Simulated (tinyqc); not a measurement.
One-dimensional ballistic tunnel FET, two-band WKB: two steps of the calculation.

A p-type source for x < 0 with its Fermi level at 0 and its valence edge at ds; in the channel the bands fall as D exp(-x/lam) towards their flat values, with the conduction edge at Ec = ds - dP and D = dP + Eg. The gate moves dP one to one. The drain Fermi level lies at -Vd and the drain side reflects nothing. For w = E - Ec between 0 and dP an electron crosses the gap. Two-band dispersion with equal masses m: inside the gap kappa = sqrt(m u (1 - u/Eg)/C), u the distance from a band edge, C = hbar^2/(2 m0).

Values chosen for this exercise; band and dielectric values close to those of germanium: temperature T = 200 K; band gap Eg = 0.654 eV; band-edge mass of the two-band model m = 0.04 m0; screening length of the source junction lam = 5 nm; source valence edge above the source Fermi level ds = 0.06 eV; drain bias Vd = 0.1 V; number of degenerate subbands (spin apart) g = 1; tunnelling window Ev(source) - Ec(channel) dP = 0.32 eV; energy above the channel conduction edge w0 = 0.28 eV; points of the energy grid nE = 9.

Constants: q = 1.602176634e-19 C, kB = 1.380649e-23 J/K, hbar = 1.054571817e-34 J s, h = 6.62607015e-34 J s, m0 = 9.1093837015e-31 kg, Vt = kB T/q, hbar^2/(2 m0) = 0.0380998212 eV nm^2. Results are converted to the units shown.

Problem 1. The exponent in closed form. S(w) = 2 lam int_0^Eg kappa(u) du/(w + Eg - u) = 2 pi lam sqrt(m/(C Eg)) [w + Eg/2 - sqrt(w (w + Eg))], T(w) = exp(-S). The common triangular estimate is S = (4/3) lam sqrt(m/C) Eg^1.5/(dP + Eg) for all w.

Wanted: S(w0); T(w0); triangular S.

Solution 1.

S(w0) = 3.806
T(w0) = 0.02224
triangular S = 3.709

Problem 2. Current on a coarse grid. I = g (2 q^2/h) int_0^dP T(w) [f(E) - f(E + Vd)] dw, E = ds - dP + w, f(x) = 1/(1 + exp(x/Vt)). Simpson's rule on nE equally spaced points.

Give: w; T(w); difference of the f; I.

Solution 2.

```
point  w (eV)      T(w)  difference of the f
0      0.0000  2.224e-6             9.265e-5
1      0.0400  3.435e-4             9.428e-4
2      0.0800  0.001423             0.009519
3      0.1200  0.003477              0.08911
4      0.1600  0.006606               0.4970
5      0.2000   0.01082               0.8807
6      0.2400   0.01606               0.7519
7      0.2800   0.02224               0.2376
8      0.3200   0.02927              0.02975
```

I = 0.09516 uA

Range of the model: The two-band model describes a direct gap; phonon-assisted tunnelling across an indirect gap is left out.

tinyqc, about 0.01 s, one thread, Intel Xeon 2.30GHz (shared host): `OMP_NUM_THREADS=1 python tinyqc.py 2620047 2620048 out.jsonl`
